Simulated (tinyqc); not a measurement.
Admittance spectroscopy and thermally stimulated current of one trap level in a depletion layer. From one set of inputs to another, one input at a time. Computed by tinyqc, a small Python program. Command: `OMP_NUM_THREADS=1 python tinyqc.py 3110348 3110349 out.jsonl admit ladder`. One thread of a shared host (Intel(R) Xeon(R) Processor @ 2.30GHz), about 0.01 s of CPU time with the checks.

A Schottky junction on n-type material holds one donor-like electron trap; shallow donors are fully ionised and abrupt depletion edges are assumed.

The inputs printed are set A. Set A is modelled on n-type germanium; the values taken over come from a set modelled on n-type beta-Ga2O3. Inputs not listed in the table keep their values of set A, so the rows need not describe a real material.

Inputs (values chosen for the exercise, modelled on n-type germanium): dielectric constant eps = 16.5; density-of-states mass m = 0.55 m_0; shallow doping N = 1.3e+16 1/cm^3; trap density N_t = 5.6e+14 1/cm^3; trap depth E_t below the band = 0.268 eV; capture cross section sigma = 5.9e-16 cm^2; band bending V_b = 0.38 V; test frequency f = 30000 Hz; heating rate beta = 0.24 K/s.

Constants: k_B = 1.380649e-23 J/K; m_0 = 9.1093837015e-31 kg; h = 6.62607015e-34 J s; k_B = 8.617333262e-05 eV/K; eps_0 = 8.8541878128e-12 F/m; e = 1.602176634e-19 C.

Method:
- N_c = 2 (2 pi m k_B T/h^2)^(3/2), v_th = sqrt(3 k_B T/m), emission rate e_n = sigma v_th N_c exp(-E_t/(k_B T)).
- Where the level crosses the Fermi level capture equals emission, so the trap follows the signal with the rate 2 e_n; G/omega peaks at omega = 2 e_n (the correction for large N_t/N is left out).
- Solve 2 e_n(T_p) = 2 pi f.
- With E_c - E_F = k_B T_p ln(N_c/N): lambda = sqrt(2 eps eps_0 (E_t - (E_c - E_F))/(e^2 N)); traps are empty and charged for x < x_t = w - lambda, and V_b = e (N w^2 + N_t x_t^2)/(2 eps eps_0). High frequency: C_hf = eps eps_0/w. Low frequency: C_lf = eps eps_0 (N + N_t)/(N w + N_t x_t).
- Thermally stimulated current without retrapping: filled share n(T) = exp(-(1/beta) int e_n dT), current proportional to e_n n; the peak obeys beta (E_t/(k_B T^2) + 2/T) = e_n(T). The integral starts at 0.5 T_m and uses 4000 trapezoid steps to 1.2 T_m.
- Chen's first-order estimate from the full width W = T_2 - T_1 between the half-height points: E = 2.52 k_B T_m^2/W - 2 k_B T_m.

Each row keeps all changes above it:
```
input moved                            from       to  peak temperature T_m (K)  C_hf (nF/cm^2)  lambda (nm)
set A                                     -        -                    118.36          63.480       140.85
capture cross section sigma (cm^2)  5.9e-16  1.4e-14                    107.06          63.427       153.55
trap density N_t (1/cm^3)           5.6e+14  5.6e+13                    107.06          63.291       153.55
heating rate beta (K/s)                0.24     0.11                    104.58          63.291       153.55
shallow doping N (1/cm^3)           1.3e+16  1.5e+15                    104.58          21.561       400.81
band bending V_b (V)                   0.38     0.84                    104.58          14.554       400.81
density-of-states mass m (m_0)         0.55    0.276                    106.77          14.548       417.91
trap depth E_t below the band (eV)    0.268    0.186                     76.63          14.570       352.17
```

Peak temperature T_m goes from 118 to 76.6, a factor 0.647 in all. The largest single move comes from trap depth E_t below the band (a factor 0.718). C_hf goes from 63.5 to 14.6, a factor 0.230 in all. The largest single move comes from shallow doping N (a factor 0.341). Lambda goes from 141 to 352, a factor 2.50 in all. The largest single move comes from shallow doping N (a factor 2.61), and trap depth E_t below the band works against it (a factor 0.843). The single moves hold for this order of the switches; the total does not depend on the order.

Extremes, crossings and ranges named in words are read from the listed rows.
